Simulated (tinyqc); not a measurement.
# Floating body of a partially depleted SOI transistor: body voltage and kink: transfer curve and swing

Source at 0 V. Channel current Ic = 2 nf K Vt^2 [F(0) - F(Vd)](1 + la Vd), F(V) = ln^2(1 + exp((Vg - VT - nf V)/(2 nf Vt))), VT = VT0 - gb Vb. Saturation voltage Vs = 2 Vt sqrt(F(0)) + 3 Vt, excess Ve = (Vd - Vs + sqrt((Vd - Vs)^2 + 0.0004 V^2))/2, multiplication M1 = Ai Ve exp(-Bl/Ve). Each junction passes D(v) = J1 (exp(v/Vt) - 1) + J2 (exp(v/(2 Vt)) - 1). Bipolar current Ib = bb J1 (exp(Vb/Vt) - 1). The body settles where M1 (Ic + Ib) = D(Vb) + D(Vb - Vd) + Vb/Rb; drain current Id = (1 + M1)(Ic + Ib) - D(Vb - Vd).

Rows with more than one solution for Vb (latch) are left out; dId/dVd by a forward difference over 1e-4 V, swing = 1e-4 V over the change of log10 Id; M1 under 1e-12 is printed as 0.

Values chosen for this exercise; values of the order met in partially depleted silicon-on-insulator transistors:

| symbol | value | unit | meaning |
|---|---|---|---|
| T | 358 | K | temperature |
| VT0 | 0.31 | V | threshold at zero body voltage |
| gb | 0.32 |  | fall of the threshold per volt of body voltage |
| nf | 1.23 |  | slope factor |
| K | 200 | uA/(V^2 um) | gain factor per width |
| la | 0.05 | 1/V | channel-length modulation factor |
| Ai | 1.38 | 1/V | impact-ionisation prefactor |
| Bl | 4.9 | V | impact-ionisation voltage |
| J1 | 2.1e-10 | uA/um | diffusion saturation current of each junction |
| J2 | 3.4e-8 | uA/um | recombination saturation current of each junction |
| bb | 0.5 |  | gain of the lateral bipolar transistor on the diffusion current |
| Rb | 1e9 | kohm um | resistance of a weak body tie to the source (1e9 stands for no tie, and the term is then dropped) |
| Vd | 2.2 | V | drain voltage |

Constants: q = 1.602176634e-19 C, kB = 1.380649e-23 J/K, Vt = kB T/q. Results are converted to the units shown.

Results:
```
Vg (V)	Vb (V)	M1	Id, floating (uA/um)	Id, grounded (uA/um)	ratio	swing, floating (mV/decade)	swing, grounded (mV/decade)
-0.14	0.3363	0.2841	8.693e-5	4.744e-6	18.33	57.37	88.13
-0.04	0.4640	0.2825	0.003535	6.524e-5	54.18	66.30	87.86
0.16	0.6352	0.2546	0.9107	0.01121	81.25	125.5	93.30
0.26	0.6761	0.2243	3.783	0.1151	32.87	211.9	107.3
0.36	0.6991	0.1927	9.055	0.7552	11.99	327.6	144.3
0.46	0.7131	0.1631	16.39	2.834	5.783	457.5	214.1
0.56	0.7219	0.1363	25.47	6.917	3.683	593.2	311.9
0.66	0.7273	0.1123	36.12	13.00	2.778	730.5	425.8
```

Estimate the missing row, Vg = 0.06 V.

Computed row:
```
Vg (V)	Vb (V)	M1	Id, floating (uA/um)	Id, grounded (uA/um)	ratio	swing, floating (mV/decade)	swing, grounded (mV/decade)
0.06	0.5643	0.2751	0.08698	8.851e-4	98.27	80.81	89.01
```

With this row back in the table: Vb rises from 0.336 to 0.727 V. The smallest swing among the rows is 57.4 mV a decade with a floating body (at Vg = -0.14 V) and 87.9 with a grounded one; Vt ln 10 = 71.0. The floating swing is smaller by more than 3 % for Vg = -0.14, -0.04, 0.06 V, where the rising Vb lowers the threshold as Vg rises. In the first row the floating body raises the current by a factor of 18.3.

Range of the model: The multiplication law is an empirical form chosen for the exercise; self-heating and capacitive coupling to the body are left out, and the linear laws are rough once Vb passes about 0.7 V or M1 about 0.1.

Numbers from tinyqc (`OMP_NUM_THREADS=1 python tinyqc.py 2182009 2182010 out.jsonl`; about 0.2 s on one thread of a shared Intel Xeon 2.30GHz).
